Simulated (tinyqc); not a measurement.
What the corrections do to the levels: formation energy of a charged point defect from supercell energies. Computed by tinyqc, a small Python program. Command: `OMP_NUM_THREADS=1 python tinyqc.py 3030426 3030427 out.jsonl formation walk`. One thread of a shared host (Intel(R) Xeon(R) Processor @ 2.30GHz), about 0.01 s of CPU time with the checks.

The host is a compound AB. Making the defect adds n_A = -1, n_B = 0 atoms to the cell. All total energies are inputs. E_F is counted from the valence-band maximum (VBM); x = 0 is A-rich and x = 1 B-rich growth.

Inputs (values chosen for the exercise, for a model compound AB):
```
quantity                      value      unit
gap E_g                        2.17        eV
E_VBM of the host cell        2.842        eV
potential alignment dV       -0.086        eV
dielectric constant eps        10.4         -
cell length L                  10.4  angstrom
mu_A of the pure element     -3.152        eV
formation enthalpy dH of AB   -1.06        eV
growth condition x             0.34         -
```

Defect: vacancy of A. Supercell lattice: bcc.

charge states q: 0  -1  -2  -3

E(defect, q) - E(host), in the order of q (eV): 7.649  11.01  13.688  16.984

Constants: e^2/(4 pi eps_0) = 14.39964548 eV angstrom.

Method:
- dmu_A = x dH and dmu_B = (1 - x) dH, so that dmu_A + dmu_B = dH; mu = mu(element) + dmu.
- The reservoir term is sum n_i mu_i.
- Image-charge correction of a point charge in a neutralising background: E_corr = q^2 alpha e^2/(4 pi eps_0) / (2 eps L), alpha = 2.888462 for a bcc array with L the cube root of the volume.
- E_f(q, E_F) = [E(defect, q) - E(host)] - sum n_i mu_i + q (E_VBM + dV + E_F) + E_corr(q).
- Levels eps(q/q-1) with the terms q dV and E_corr left out or kept.

E_f(q, 0) (eV): (q=0) 4.13660, (q=-1) 4.93387, (q=-2) 5.43270, (q=-3) 6.93407

E_corr (eV): (q=0) 0.00000, (q=-1) 0.19227, (q=-2) 0.76910, (q=-3) 1.73047

Levels above the VBM (eV):
```
level         raw  with alignment  with image charge  with both
(0/-1)    0.51900         0.60500             0.7113     0.7973
(-1/-2)  -0.16400        -0.07800             0.4128     0.4988
(-2/-3)   0.45400         0.54000             1.4154     1.5014
```

What does the comparison show, and why?

Alignment moves every level by -dV = +0.086 eV. The image term moves eps(q/q-1) by (1 - 2q) E_corr(1): (0/-1) by +0.192, (-1/-2) by +0.577, (-2/-3) by +0.961 eV, donor levels down and acceptor levels up. It adds 2 E_corr(1) = 0.385 eV to every U. Caution: the largest image-charge correction in these energies, q^2 alpha e^2/(8 pi eps_0 eps L) with alpha = 2.888462, exceeds a quarter of the gap; the point-charge term alone is then a rough estimate, usually too large for a charge that is spread out.

Extremes, crossings and ranges named in words are read from the listed rows.
